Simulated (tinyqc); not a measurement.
# Changing the substrate thickness t_S

Model: elastic strain and critical thickness of a cubic alloy layer A(1-x)B(x) on a thick substrate. Computed by tinyqc, a small Python program. Command: `OMP_NUM_THREADS=1 python tinyqc.py 3027657 3027658 out.jsonl misfit sweep`. One thread of a shared host (Intel(R) Xeon(R) Processor @ 2.30GHz), about 0.01 s of CPU time with the checks.

Strain is positive in tension. The layer is coherent with the substrate unless said otherwise.

Inputs (values chosen for the exercise, modelled on Ge(1-x)Si(x) on Ge):

| quantity | value | unit |
|---|---|---|
| fraction x of B | 0.49 | - |
| lattice constant a_A | 5.658 | angstrom |
| lattice constant a_B | 5.431 | angstrom |
| substrate lattice constant a_S | 5.658 | angstrom |
| layer thickness h | 110 | nm |
| biaxial modulus of the substrate M_S | 153 | GPa |
| wafer diameter W | 150 | mm |

Growth plane: (111).

C11, C12, C44 of A (GPa): 127.5  48.26  66.61

C11, C12, C44 of B (GPa): 164.9  62.63  80.28

Method:
- a = (1 - x) a_A + x a_B, the same rule for each C_ij; misfit f = (a_S - a)/a, the in-plane strain of the coherent layer.
- (111): D = 2 (C11 + 2 C12 - 2 C44)/(C11 + 2 C12 + 4 C44), M = 6 C44 (C11 + 2 C12)/(C11 + 2 C12 + 4 C44). The free surface carries no normal stress, so e_perp = -D f; dV/V = 2 f + e_perp; stress = M f; energy per area = M f^2 h (1 GPa nm = 1 J/m^2).
- Stoney: curvature = 6 |stress| h/(M_S t_S^2); radius = 1/curvature; bow = curvature W^2/8.

One run for each value:

| substrate thickness t_S (micrometre) | curvature (1/m) | radius of curvature (m) | bow (micrometre) |
|---|---|---|---|
| 100 | 1.7750 | 0.563 | 4992.3 |
| 150 | 0.7889 | 1.268 | 2218.8 |
| 220 | 0.3667 | 2.727 | 1031.5 |
| 320 | 0.1733 | 5.769 | 487.5 |
| 460 | 0.0839 | 11.921 | 235.9 |
| 680 | 0.0384 | 26.050 | 108.0 |
| 1000 | 0.0178 | 56.337 | 49.9 |

Over the rows, curvature (1/m) falls from 1.78 to 0.0178 (exponent d ln y / d ln x about -2.0 throughout); radius of curvature (m) rises from 0.563 to 56.3 (exponent d ln y / d ln x about 2.0 throughout); bow (micrometre) falls from 4990 to 49.9 (exponent d ln y / d ln x about -2.0 throughout). The exponent of curvature stays at -2: the bending stiffness grows as t^3 and the lever arm as t.

Caution (all rows): above about 2 % misfit, linear elasticity is rough and compressed layers tend to form islands before dislocations. Caution (all rows): M_S is near the value for a (001) wafer; a (111) wafer is stiffer and bends less. Caution (all rows): the curvature assumes a coherent layer, but h exceeds h_c. Caution (rows 100, 150, 220, 320, 460): a bow above a fifth of the wafer thickness is beyond Stoney's small-deflection limit.
